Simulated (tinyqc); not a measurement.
Inside a calculation. Model: voltage acceleration of oxide breakdown, four models on the same data.

Program tinyqc, `OMP_NUM_THREADS=1 python tinyqc.py 2070096 2070097 out.jsonl`; Intel Xeon 2.30GHz, shared host, one thread, about 0.01 s. Printed values are rounded.

Field E = V/tox in MV/cm. Models: ln(t63/1 s) = a - c X with X = E (E model), -1/E (1/E model), ln V (power law, c the exponent n) or sqrt(E).

Values chosen for this exercise: oxide thickness tox = 1 nm; use voltage Vu = 0.83 V; stress temperature Ts = 373 K; use temperature Tu = 328 K; activation energy Ea = 0.55 eV; factor for area and percentile ks = 7.1e-6.

Constants: q = 1.602176634e-19 C, kB = 1.380649e-23 J/K. Results are converted to the units shown.

Range of the model: All four laws are empirical fits; none is established far below the stress range.

## Fitting the models

```
stress  V (V)  t63 (s)
0        1.45   2.52e5
1        1.63     2800
2        1.86    8.912
```

The three stress times were made with the E model, c = 2.5, and are treated as data. For each model fit ln t63 on X by least squares over the three points.

```
model         c         a  largest misfit in ln t63 (0: below 0.002)
E       2.49995   48.6865                                   0.000000
1/E     674.182  -33.8468                                   0.423368
power   41.2126   27.8621                                   0.210934
sqrt E  20.3202   89.8715                                   0.105101
```

The worst misfit of any model is 0.42 in ln t63, a factor of 1.53 in time, comparable to the scatter of t63 from small samples, so such data hardly tell the models apart.

## Projection to use conditions

Project to Vu, multiply by exp[(Ea q/kB)(1/Tu - 1/Ts)] and by ks; ten years are 3.15576e8 s. The largest voltage for ten years solves the same relation for V.

temperature factor = 10.4602

```
model   lifetime (years)  largest voltage for ten years (V)
E                3.19550                           0.784365
1/E            8.88206e8                            1.07141
power            6412.91                           0.970934
sqrt E           95.0533                           0.895081
```

The lifetimes span 8.44 decades, from the E model (most cautious) to the 1/E model; the allowed voltage spans 0.784 to 1.07 V. 3 of the four models pass ten years at Vu. Lifetimes beyond a thousand years are formal extrapolations.
